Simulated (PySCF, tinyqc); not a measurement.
CCSD on RHF in the sto-3g basis, for H4, spin multiplicity 1, step by step. The lowest restricted solution is unstable here: a spin-polarised one lies 0.0145 hartree lower (PySCF). One step of it, computed by the program tinyqc.

Task: Integrals over molecular orbitals. (pq|rs) = sum C_ip C_jq C_kr C_ls (ij|kl), one index at a time.

coefficients C:
```
            MO1        MO2        MO3        MO4
1H 1s  0.359023   0.505747   0.612690   0.774200
2H 1s  0.359023   0.505747  -0.612690  -0.774200
3H 1s  0.359023  -0.505747   0.612690  -0.774200
4H 1s  0.359023  -0.505747  -0.612690   0.774200
```

core Hamiltonian H = T + V (hartree), lower triangle:
```
           1H 1s      2H 1s      3H 1s      4H 1s
1H 1s  -1.633969
2H 1s  -0.945223  -1.633969
3H 1s  -0.634353  -0.400360  -1.633969
4H 1s  -0.400360  -0.634353  -0.945223  -1.633969
```

Two-electron integrals (ij|kl) in chemists' order, unique and non-zero (hartree):
```
(11|11) 0.774606   (21|11) 0.279879   (21|21) 0.132392   (22|11) 0.457077
(22|21) 0.279879   (22|22) 0.774606   (31|11) 0.167920   (31|21) 0.066303
(31|22) 0.117744   (31|31) 0.053428   (32|11) 0.083838   (32|21) 0.040959
(32|22) 0.089318   (32|31) 0.027606   (32|32) 0.017148   (33|11) 0.371477
(33|21) 0.158020   (33|22) 0.300483   (33|31) 0.167920   (33|32) 0.089318
(33|33) 0.774606   (41|11) 0.089318   (41|21) 0.040959   (41|22) 0.083838
(41|31) 0.027606   (41|32) 0.016888   (41|33) 0.083838   (41|41) 0.017148
(42|11) 0.117744   (42|21) 0.066303   (42|22) 0.167920   (42|31) 0.037781
(42|32) 0.027606   (42|33) 0.117744   (42|41) 0.027606   (42|42) 0.053428
(43|11) 0.158020   (43|21) 0.074976   (43|22) 0.158020   (43|31) 0.066303
(43|32) 0.040959   (43|33) 0.279879   (43|41) 0.040959   (43|42) 0.066303
(43|43) 0.132392   (44|11) 0.300483   (44|21) 0.158020   (44|22) 0.371477
(44|31) 0.117744   (44|32) 0.083838   (44|33) 0.457077   (44|41) 0.089318
(44|42) 0.167920   (44|43) 0.279879   (44|44) 0.774606
```

Give: one-electron integrals over orbitals h = C^T H C; Two-electron integrals over orbitals.

Result:

one-electron integrals over orbitals h = C^T H C (hartree), lower triangle:
```
         1        2        3        4
1  -1.8633
2   0.0000  -1.5802
3   0.0000   0.0000  -1.3855
4   0.0000   0.0000   0.0000  -1.0903
```

Two-electron integrals over orbitals (pq|rs), unique and non-zero (hartree):
```
(11|11) 0.4808   (21|21) 0.1532   (22|11) 0.4746   (22|22) 0.4836
(31|31) 0.1201   (32|32) 0.0865   (33|11) 0.4680   (33|22) 0.4656
(33|33) 0.4756   (41|32) 0.0848   (41|41) 0.0831   (42|31) 0.1231
(42|42) 0.1344   (43|21) 0.1533   (43|43) 0.1684   (44|11) 0.4749
(44|22) 0.4834   (44|33) 0.4834   (44|44) 0.5017
```
